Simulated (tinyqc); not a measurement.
Inside a calculation. Method: RKS/PBE0 in the sto-3g basis, for H3+, spin multiplicity 1. One step of it, computed by the program tinyqc.

Task: Iteration 2: building the Kohn-Sham matrix. J_ij = sum D_kl (ij|kl), K_ij = sum D_kl (ik|jl); F = H + J - 0.125 K + V_xc; E = tr D H + tr D J / 2 - 0.0625 tr D K + E_xc + E_nn.

D after iteration 1:
```
,1H 1s,2H 1s,3H 1s
1H 1s,0.812360,0.401208,0.401208
2H 1s,0.401208,0.198149,0.198149
3H 1s,0.401208,0.198149,0.198149
```

core Hamiltonian H = T + V (hartree):
```
,1H 1s,2H 1s,3H 1s
1H 1s,-1.449927,-0.797946,-0.797946
2H 1s,-0.797946,-1.210428,-0.189778
3H 1s,-0.797946,-0.189778,-1.210428
```

Two-electron integrals (ij|kl) in chemists' order, unique and non-zero (hartree):
```
i,j,k,l,(ij|kl)
1,1,1,1,0.774606
2,1,1,1,0.287253
2,1,2,1,0.138600
2,2,1,1,0.462374
2,2,2,1,0.287253
2,2,2,2,0.774606
3,1,1,1,0.287253
3,1,2,1,0.099479
3,1,2,2,0.156872
3,1,3,1,0.138600
3,2,1,1,0.059285
3,2,2,1,0.024813
3,2,2,2,0.046255
3,2,3,1,0.024813
3,2,3,2,0.005209
3,3,1,1,0.462374
3,3,2,1,0.156872
3,3,2,2,0.251640
3,3,3,1,0.287253
3,3,3,2,0.046255
3,3,3,3,0.774606
```

nuclear repulsion = 1.26114683 hartree

V_xc (hartree):
```
,1H 1s,2H 1s,3H 1s
1H 1s,-0.353556,-0.137005,-0.137005
2H 1s,-0.137005,-0.265724,-0.027284
3H 1s,-0.137005,-0.027284,-0.265724
```

E_xc = sum of w rho eps_xc = -0.48474108 hartree

Give: Coulomb J; exchange K; Kohn-Sham matrix F; total energy of this density.

Result:

Coulomb J (hartree):
```
,1H 1s,2H 1s,3H 1s
1H 1s,1.297,0.522,0.522
2H 1s,0.522,0.954,0.108
3H 1s,0.522,0.108,0.954
```

exchange K (hartree):
```
,1H 1s,2H 1s,3H 1s
1H 1s,1.185,0.636,0.636
2H 1s,0.636,0.536,0.296
3H 1s,0.636,0.296,0.536
```

Kohn-Sham matrix F (hartree):
```
,1H 1s,2H 1s,3H 1s
1H 1s,-0.655,-0.492,-0.492
2H 1s,-0.492,-0.589,-0.146
3H 1s,-0.492,-0.146,-0.589
```

total energy of this density = -1.22517 hartree
